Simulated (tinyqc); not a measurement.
# Worked calculation: band bending at a free surface with a continuum of surface states, surface photovoltage and Kelvin probe

tinyqc, about 0.01 s, one thread, Intel Xeon 2.30GHz (shared host): `OMP_NUM_THREADS=1 python tinyqc.py 2430135 2430136 out.jsonl` Printed values are rounded.

n-type bulk, xi = Ec - EF = Vt ln(Nc/Nd), p0 = ni^2/Nd, ni = sqrt(Nc Nv) exp(-Eg/(2 Vt)), Eg in volts. b is the upward band bending, u = b/Vt. Space charge per area, in units of q: Qc = sign(b) sqrt((2 eps0 eps_r Vt/q) [(Nd + dn)(exp(-u) - 1) + Nd u + (p0 + dn)(exp(u) - 1)]), with dn the excess density under light (flat quasi-Fermi levels; 0 in the dark). The states hold -Ds (E0 - xi - b): negative while the Fermi level lies above the neutrality level. Neutrality: Qc + Qf + (charge of the states) = 0.

Inputs (values chosen for the exercise); band and dielectric values close to those of silicon: temperature T = 350 K; band gap Eg = 1.11 eV; relative permittivity eps_r = 11.7; conduction-band density of states at T Nc = 3.58e19 cm^-3; valence-band density of states at T Nv = 3.31e19 cm^-3; electron affinity chi = 4.04 eV; donor density Nd = 1.6e15 cm^-3; fixed positive charge at the surface Qf = 0 cm^-2; work function of the probe tip pt = 4.97 eV; density of surface states Ds = 2.9e12 cm^-2 eV^-1; depth of their neutrality level below the conduction edge E0 = 0.46 eV; excess carrier density under light dn = 4.8e9 cm^-3.

Constants: q = 1.602176634e-19 C, kB = 1.380649e-23 J/K, Vt = kB T/q, eps0 = 8.8541878128e-14 F/cm where lengths are in cm. Results are converted to the units shown.

## Bulk quantities

xi, ni, p0, the Debye length sqrt(eps0 eps_r Vt/(q Nd)) and the flat-band work function chi + xi.

xi = 0.302080 eV
ni = 3.50919e11 cm^-3
p0 = 7.69652e7 cm^-3
Debye length = 110.401 nm
chi + xi = 4.34208 eV

## Iteration 1: band bending in the dark

b at the start = 0.13 V

Newton step: b(new) = b - (Qc + Qf - Ds (E0 - xi - b))/(dQc/db + Ds), dQc/db = (eps0 eps_r/q) [Nd (1 - exp(-u)) + p0 exp(u)]/Qc.

b after iteration 1 = 0.141339 V

## Iteration 2: band bending in the dark

As before.

b after iteration 2 = 0.141359 V

## Course of the iteration

Stop when b changes by less than 1e-10 V, or after 40 iterations.

Course of the iteration:

| iteration | b (V) | change (V) |
|---|---|---|
| 1 | 0.141339 | 0.0113 |
| 2 | 0.141359 | 1.98e-5 |
| 3 | 0.141359 | 5.57e-11 |

Converged in 3 iterations.

## Work function and Kelvin-probe reading

converged b = 0.141359 V

Work function chi + xi + b; contact potential difference CPD = (work function of the sample) - pt. Depth of EF below Ec at the surface: xi + b. Depletion width Qc/Nd.

xi + b = 0.443439 eV
Qc = 4.80263e10 cm^-2
Qc/Nd = 300.164 nm
work function = 4.48344 eV
CPD = -486.561 mV

The Fermi level lies 16.6 meV above the neutrality level.

## Surface photovoltage

Under chopped light the surface charge keeps its dark value, so b falls to bL with Qc(bL, dn) = Qc(b, 0); the photovoltage is b - bL. Qc rises with b, so bL follows by bisection.

bL = 0.141349 V
photovoltage = 0.00972474 mV
share of b removed = 0.00687946 %
excess holes at the surface, dn exp(bL/Vt) = 5.20693e11 cm^-3
